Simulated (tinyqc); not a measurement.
Comparisons within one model: shallow donor in an anisotropic valley (effective-mass theory). A value that a table varies takes the place of the one given here.

One valley: H = -c [(d2/dx2 + d2/dy2)/mt + (d2/dz2)/ml] - q/(eps r), c = hbar^2/2m0, q = e^2/(4 pi eps0). Trial function exp(-sqrt((x^2 + y^2)/a^2 + z^2/b^2)) with a > b: T = (c/3)(2/(mt a^2) + 1/(ml b^2)), V = -(q/eps) atan(u/b)/u, u = sqrt(a^2 - b^2). The central cell of the impurity is left out.

Constants: hbar^2/2m0 = 3.80998211 eV angstrom^2; e^2/(4 pi eps0) = 14.39964547 eV angstrom; Ry = 13.60569312 eV; a0 (Bohr radius) = 0.5291772105 angstrom.

Inputs chosen for the exercise (near those of Ge; not measured data): mt = 0.084 m0 (transverse mass); eps = 15.4 (dielectric constant); xs = (1.4, 1.7, 3, 5.3, 9.2, 22, 35, 110) (ratios ml/mt); ml = 1.58 m0 (longitudinal mass).

## Mass anisotropy

mt and eps fixed, ml varied. Energies in units of Ry*(mt) = Ry mt/eps^2 and lengths in a*(mt) = a0 eps/mt; the last two columns use one mass, 3/(1/ml + 2/mt) or (ml mt^2)^(1/3).

Results:
```
ml/mt   a/a*    b/a  binding  conductivity mass  density-of-states mass
1.40   0.932  0.887    1.115              1.105                   1.119
1.70   0.897  0.828    1.183              1.159                   1.193
3.00   0.809  0.678    1.389              1.286                   1.442
5.30   0.737  0.556    1.602              1.371                   1.744
9.20   0.681  0.459    1.808              1.423                   2.095
22.0   0.613  0.340    2.123              1.467                   2.802
35.0   0.585  0.290    2.281              1.479                   3.271
110    0.532  0.196    2.632              1.493                   4.791
```

What can be read from the table?

The binding grows from 1.11 to 2.63 Ry*(mt); for ml going to infinity the exact problem becomes two-dimensional, with 4 Ry*. The conductivity mass saturates at 1.5 and underbinds, by 14 % at ml/mt = 5.3; the density-of-states mass errs by +9 % there and by +82 % in the last row. With these mt and eps one unit is 4.82 meV.

## What each parameter does

The minimum of the trial energy. Each row changes one parameter from the base and keeps the others.

Results:
```
case           E (meV)  a (angstrom)  b (angstrom)    b/a
base             -9.97         60.51         21.69  0.358
ml = 1.975 m0   -10.34         59.06         19.61  0.332
mt = 0.092 m0   -10.74         55.83         20.65  0.370
eps = 13.9      -12.23         54.62         19.58  0.358
```

What does this show?

The largest shifts from the base row, up to three for each result and ties (the steps differ in size, so this ranks the rows, not the parameters). E (meV): eps -2.27, mt -0.78, ml -0.38. a (angstrom): eps -5.89, mt -4.69, ml -1.46. b (angstrom): eps -2.11, ml -2.08, mt -1.04. b/a: ml -0.026, mt +0.011; unchanged at the printed digits by eps. eps only rescales the solution (E as 1/eps^2, lengths as eps), so b/a depends on ml/mt alone.

(tinyqc, `OMP_NUM_THREADS=1 python tinyqc.py 1282287 1282288 out.jsonl`, Intel(R) Xeon(R) Processor @ 2.30GHz, 1 thread, shared host, about 0.01 s.)
